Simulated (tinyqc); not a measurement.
From results to parameters: minimal-basis H2. Computed by the program tinyqc with PySCF.

Problem. For two electrons in the two orbitals of minimal-basis H2, the CIS energies are e2 - e1 - J12 + 2 K12 and e2 - e1 - J12, and E_corr = D - sqrt(D^2 + K12^2) with 2D the energy of the double excitation. Find J12, K12, D, the MP2 energy and the weight of the double excitation.

orbital gap e2 - e1 = 1.04502733 hartree
CIS singlet and triplet energies (hartree): 0.789371  0.408105
FCI correlation energy = -0.02870473 hartree

Solution. Half the singlet-triplet splitting is K12, the gap less the triplet energy is J12, D = (E_corr^2 - K12^2)/(2 E_corr), MP2 is -K12^2/(2 gap), and the weight is c^2/(1 + c^2) with c = E_corr/K12.

J12, K12, D (hartree): 0.637  0.191  0.619
MP2 correlation energy = -0.017387 hartree
weight of the double excitation = 0.022
